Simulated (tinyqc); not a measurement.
Potential step from the flux.

Problem. On one interval J = (q mu Vt/hx) [nb B(d) - na B(-d)], B(d) = d/(exp(d) - 1), d = (psi_b - psi_a)/Vt. Find psi_b - psi_a, and the step at which J would vanish.

Inputs (values chosen for the exercise): temperature T = 300 K; electron mobility mu = 11100 cm^2/(V s); density at the left node na = 3.2e13 cm^-3; density at the right node nb = 2.7e14 cm^-3; node spacing hx = 6.7 nm.

Constants: q = 1.602176634e-19 C, kB = 1.380649e-23 J/K, Vt = kB T/q. Results are converted to the units shown.

J = 2460.4634 A/cm^2

Solution. B(d) falls and B(-d) rises with d, so J falls steadily with the step and one value matches. J = 0 needs nb/na = exp(d), the Boltzmann ratio.

psi_b - psi_a = 0.0440 V
step for J = 0 = 0.0551 V

Program tinyqc, `OMP_NUM_THREADS=1 python tinyqc.py 2220009 2220010 out.jsonl`; Intel Xeon 2.30GHz, shared host, one thread, about 0.01 s.
